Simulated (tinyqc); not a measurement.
# Bulk transistor, scale length and short-channel effects, step by step

Computed by the program tinyqc: `OMP_NUM_THREADS=1 python tinyqc.py 2420174 2420175 out.jsonl`, one thread of a shared Intel Xeon 2.30GHz, about 0.01 s for the whole run. Printed values are rounded.

A gate, an insulator of thickness ti and a depleted layer of depth ts on a conducting body. Below threshold the potential that source and drain add obeys Laplace's equation and vanishes on the gate and at the bottom of the depleted layer. Its lowest mode decays along the channel as exp(-k y); k is the smallest positive root of the matching condition at the interface, and the scale length is Lambda = pi/k.

Values chosen for this exercise; permittivities: semiconductor made up, insulator close to that of hafnium oxide:
- T = 293 K (temperature)
- eps_r = 15.1 (relative permittivity of the semiconductor)
- ei = 23 (relative permittivity of the insulator)
- ti = 2.1 nm (insulator thickness)
- ts = 15 nm (depletion depth)
- L = 52 nm (channel length)
- Vbi = 0.96 V (potential of the source)
- sT = 0.49 V (potential of the barrier top at threshold)
- VTL = 0.37 V (long-channel threshold)
- m = 1.09 (long-channel body factor)
- Vds = 0.8 V (drain voltage)

Constants: q = 1.602176634e-19 C, kB = 1.380649e-23 J/K, Vt = kB T/q. Results are converted to the units shown.

## Scan of the matching condition

| point | k (1/nm) |
|---|---|
| 0 | 0.0375 |
| 1 | 0.075 |
| 2 | 0.1125 |
| 3 | 0.15 |
| 4 | 0.1875 |
| 5 | 0.225 |
| 6 | 0.2625 |
| 7 | 0.3 |

f(k) = eps_r sin(k ti) cos(k ts) + ei cos(k ti) sin(k ts).

| point | f(k) |
|---|---|
| 0 | 13.2328 |
| 1 | 21.5165 |
| 2 | 21.7975 |
| 3 | 14.0764 |
| 4 | 1.3821 |
| 5 | -11.4228 |
| 6 | -19.5324 |
| 7 | -20.0423 |

The first change of sign lies between k = 0.1875 and 0.225 1/nm.

## Iteration 1: decay constant by Newton steps

k at the start = 0.225 1/nm

f(k) = eps_r sin(k ti) cos(k ts) + ei cos(k ti) sin(k ts); f' by a central difference with +/- 1e-5 1/nm; k(new) = k - f/f'.

f = -11.4228
f' = -297.413 nm
k after iteration 1 = 0.186593 1/nm

## Iteration 2: decay constant by Newton steps

As before.

f = 1.71163
f' = -363.177 nm
k after iteration 2 = 0.191306 1/nm

## Course of the iteration: decay constant by Newton steps

Stop when k changes by less than 1e-10 1/nm, or after 30 iterations.

Course of the iteration:

| iteration | k (1/nm) | \|change\| (1/nm) |
|---|---|---|
| 1 | 0.186593 | 0.0384 |
| 2 | 0.191306 | 4.71e-3 |
| 3 | 0.191306 | 2.34e-7 |
| 4 | 0.191306 | 2.45e-14 |

Converged in 4 iterations. At the end the number of correct digits about doubles with each step.

## Scale length against simple estimates

k = 0.191306 1/nm

Lambda = pi/k and l = 1/k. A parabolic potential across the structure gives l(parabolic) = sqrt((eps_r/ei) ts ti).

Lambda = 16.4219 nm
l = 5.22724 nm
l(parabolic) = 4.54757 nm

The parabolic estimate is 13 % below l.

## Threshold shift, barrier position and swing

Along the channel psi(y) = s + a exp(y/l) + b exp(-y/l) with psi(0) = Vbi, psi(L) = Vbi + Vds and l = 1/k = Lambda/pi; with A = Vbi - s, B = A + Vds, x = exp(-L/l): a = (B - A x) x/(1 - x^2), b = (A - B x)/(1 - x^2). The minimum is s + 2 sqrt(a b), at y = (l/2) ln(b/a). The long-channel potential follows the gate as s = sT + (Vg - VTL)/m, and the threshold VT is the gate voltage at which the minimum equals sT. Swing = m Vt ln 10/g at threshold, g = d(minimum)/ds = 1 - (b x + a)/((1 + x) sqrt(a b)).

s at threshold = 0.479146 V
a = 6.12601e-5 V
b = 0.480793 V
position of the minimum = 23.4391 nm
VT = 0.358169 V
swing = 64.3691 mV/decade

The threshold lies 11.8 mV below the long-channel value, and the barrier top sits at 0.45 L from the source.
